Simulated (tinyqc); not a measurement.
# Inputs raised by 2 %, one at a time

Model: sheet resistance of a shallow doped layer with concentration-dependent mobility and limited activation. Computed by tinyqc, a small Python program. Command: `OMP_NUM_THREADS=1 python tinyqc.py 3026007 3026008 out.jsonl irvin sens`. One thread of a shared host (Intel(R) Xeon(R) Processor @ 2.30GHz), about 0.03 s of CPU time with the checks.

A layer of one dopant lies in a background of the opposite type. Current flows parallel to the surface down to the junction; depletion is ignored.

Inputs (values chosen for the exercise, modelled on boron in silicon):
```
quantity                          value        unit
surface concentration C_s       6.8e+19      1/cm^3
length l                            3.1          nm
background C_B                  2.4e+17      1/cm^3
mobility floor mu_min              50.2  cm^2/(V s)
mobility mu_max                     461  cm^2/(V s)
reference density N_r          1.57e+17      1/cm^3
exponent alpha                    0.712           -
prefactor of the active limit     1e+23      1/cm^3
energy of the active limit        0.739          eV
anneal temperature T               1050           C
```

Profile: erfc.

Constants: k_B = 8.617333262e-05 eV/K; e = 1.602176634e-19 C.

Method:
- C(x) = C_s erfc(x/l).
- Temperatures in kelvin are T(C) + 273.15.
- Active limit C_a = prefactor x exp(-energy/(k_B T)); the junction lies where C = C_B, and the profile exceeds C_a down to x_a (zero if C_s is below C_a). Slope at the junction in nm per decade = ln(10) C/|dC/dx|.
- Active density N = min(C, C_a); carriers n = N - C_B; mobility mu = mu_min + (mu_max - mu_min)/(1 + ((N + C_B)/N_r)^alpha).
- Integrals from 0 to x_j, where C = C_B (Gauss-Legendre, 60 points on each smooth piece; 1 nm = 1e-7 cm): dose int C dx, carriers int n dx, mean mobility int n mu dx/int n dx, R_s = 1/(e int n mu dx).

Runs; columns: (1) input moved; (2) from; (3) to; (4) sheet resistance R_s (ohm/square); (5) junction depth x_j (nm); (6) carriers per dopant atom; (7) product R_s x_j (ohm nm):
```
(1)                                      (2)         (3)     (4)     (5)      (6)    (7)
base run                                   -           -  8797.0  6.3951  0.98708  56258
surface concentration C_s (1/cm^3)   6.8e+19   6.936e+19  8640.6  6.4086  0.98731  55374
length l (nm)                            3.1       3.162  8624.5  6.5230  0.98708  56258
background C_B (1/cm^3)              2.4e+17   2.448e+17  8800.8  6.3815  0.98685  56163
mobility floor mu_min (cm^2/(V s))      50.2      51.204  8657.0  6.3951  0.98708  55362
reference density N_r (1/cm^3)      1.57e+17  1.6014e+17  8776.7  6.3951  0.98708  56128
mobility mu_max (cm^2/(V s))             461      470.22  8763.5  6.3951  0.98708  56043
```

Exponents ln(y'/y) / ln(x'/x):
```
input                      sheet resistance R_s  junction depth x_j  carriers per dopant atom  product R_s x_j
surface concentration C_s                -0.906               0.107                     0.012           -0.799
length l                                 -1.000               1.000                     0.000            0.000
background C_B                            0.022              -0.107                    -0.012           -0.085
mobility floor mu_min                    -0.810               0.000                     0.000           -0.810
reference density N_r                    -0.117               0.000                     0.000           -0.117
mobility mu_max                          -0.193               0.000                     0.000           -0.193
```

To which inputs is each result most sensitive?

Among the inputs moved here: sheet resistance R_s answers most in size to length l (exponent -1.000), next to surface concentration C_s (-0.906). Its exponent -1.000 in length l: the profile scales with l. Junction depth x_j answers most in size to length l (exponent +1.000), next to surface concentration C_s (+0.107); its exponent is below 0.0005 for mobility floor mu_min, reference density N_r, mobility mu_max. Carriers per dopant atom answers most in size to surface concentration C_s (exponent +0.012), and about equally to background C_B (-0.012); its exponent is below 0.0005 for length l, mobility floor mu_min, reference density N_r, mobility mu_max. Product R_s x_j answers most in size to mobility floor mu_min (exponent -0.810), and about equally to surface concentration C_s (-0.799); its exponent is below 0.0005 for length l. Its exponent 0.000 in length l: the Irvin relation: R_s x_j does not change with l.
